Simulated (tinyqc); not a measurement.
# From peak temperature T_p back to heating rate beta

Model: adsorption as a lattice gas: isotherms with interactions, competition, desorption peaks and saturation dose. Computed by tinyqc, a small Python program. Command: `OMP_NUM_THREADS=1 python tinyqc.py 3016233 3016234 out.jsonl adsorb inv`. One thread of a shared host (Intel(R) Xeon(R) Processor @ 2.30GHz), about 0.01 s of CPU time with the checks.

One adsorbate per site; a molecule needs 1 empty site. Gas and surface have the same temperature.

Inputs (values chosen for the exercise, for a model surface): desorption energy E = 1.43 eV; prefactor nu = 2.7e+12 1/s.

Adsorption: molecular (first order).

Constants: k_B = 8.617333262e-05 eV/K.

Method. The peak obeys E/(k_B T_p^2) = (nu/beta) exp(-E/(k_B T_p)) exactly. Redhead's shortcut, with the constant 3.46 (3.64 is also in use), reads E back as k_B T_p [ln(nu' T_p/beta) - 3.46], nu' = nu.

Question. A run gave the result below. Find the heating rate beta, known to lie between 1.8 and 2.7 K/s.

peak temperature T_p = 540.588 K

Answer.

Each step takes the trial c = (a f_b - b f_a)/(f_b - f_a), f being the result less the target and a, b, c the logarithms of the listed values; c replaces end b, the old b replaces a if the sign of f changed, and otherwise f_a is halved.

Scan of the range:
```
heating rate beta (K/s)  peak temperature T_p (K)
1.80                                      537.171
1.93                                      538.313
2.06                                      539.384
2.20                                      540.468
2.36                                      541.631
2.52                                      542.722
2.70                                      543.873
```

False position (Illinois rule, in the logarithm of the input) inside the bracket:
```
step  end a    end b    trial  peak temperature T_p (K)
1      2.20  2.36000  2.21598                   540.588
2      2.36  2.21598  2.21600                   540.588
```

Peak temperature T_p rises at every point of a 13-point scan of the range (every second point is shown), so one value fits; it is bracketed by 2.20 and 2.36. Answer: heating rate beta = 2.216 K/s.
